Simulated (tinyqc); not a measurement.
Changing the anneal time t: grain growth, pinning, strength and diffusional creep of a polycrystal or thin film. Computed by tinyqc, a small Python program. Command: `OMP_NUM_THREADS=1 python tinyqc.py 3029423 3029424 out.jsonl grain sweep`. One thread of a shared host (Intel(R) Xeon(R) Processor @ 2.30GHz), about 0.01 s of CPU time with the checks.

One mean grain size d describes the structure.

Inputs (values chosen for the exercise, for a model solid):
```
quantity                                    value       unit
shear modulus G                              40.6        GPa
Burgers vector b                            2.556   angstrom
boundary energy gamma                        0.55      J/m^2
mobility prefactor M0                     1.5e-05  m^4/(J s)
activation energy of boundary motion Q_m     1.08         eV
anneal temperature T                          427          K
initial grain size d0                          76         nm
particle volume fraction f                  0.016          -
particle radius r                             2.4         nm
film thickness h                              270         nm
surface energy gamma_s                        1.5      J/m^2
friction stress sigma_0                        24        MPa
Hall-Petch slope k_y                          0.1  MPa m^0.5
```

Sample: thin film on a substrate.

Constants: k_B = 8.617333262e-05 eV/K.

Method:
- M = M0 exp(-Q_m/(k_B T)). The driving pressure is 2 gamma/d. Zener pinning pressure 3 f gamma/(2 r) stops growth at d_Z = 4 r/(3 f). Grooves where boundaries meet the surface have the angle theta = arcsin(gamma/(2 gamma_s)) and are taken to stop growth at d_h = h/(2 theta), a few film thicknesses; the limit is 1/d_lim = 1/d_Z + 1/d_h.
- dd/dt = 2 M gamma (1/d - 1/d_lim) integrates to 2 M gamma t = d_lim (d0 - d) + d_lim^2 ln[(d_lim - d0)/(d_lim - d)]; without pinning d^2 = d0^2 + 4 M gamma t.
- Hall-Petch term k_y/sqrt(d). Orowan term 3.06 x 0.4 G b ln(2 rbar/b)/(pi lambda sqrt(1 - nu)) with nu = 1/3, rbar = sqrt(2/3) r, lambda = rbar (sqrt(pi/f) - 2). Film term (threading dislocation, matched substrate, the geometry of an fcc (111) film taken for all cases): 3.464 G b ln(2 h/b)/(4 pi (1 - nu) h). The terms are added to sigma_0.

One run for each value:
```
anneal time t (s)  size without pinning (nm)  grain size d (nm)  Hall-Petch term (MPa)
3.1                                     76.1              76.06                 362.59
13                                      76.5              76.26                 362.12
54                                      78.1              77.07                 360.21
230                                     84.5              80.36                 352.75
940                                    106.4              91.40                 330.78
3900                                   169.8             118.24                 290.82
16000                                  316.7             149.62                 258.53
68000                                  638.4             157.08                 252.32
280000                                1288.6             157.09                 252.30
```

What does the table show, and why?

Over the rows, size without pinning (nm) rises from 76.1 to 1290 (exponent d ln y / d ln x 0.0035 between the first rows and 0.50 between the last); grain size d (nm) rises from 76.1 to 157; Hall-Petch term (MPa) falls from 363 to 252. At the high end the exponent of size without pinning is 0.50, close to 0.50: parabolic growth. At the low end the exponent of size without pinning is 0.00, close to 0: the initial size still rules. At the low end the exponent of grain size d is 0.00, close to 0: no growth yet, or stagnation.

Caution (rows 3.10, 13.0, 54.0, 230, 940, 3900): the grains are smaller than the film is thick, so they are not columnar, and the groove drag and film term are overstated.
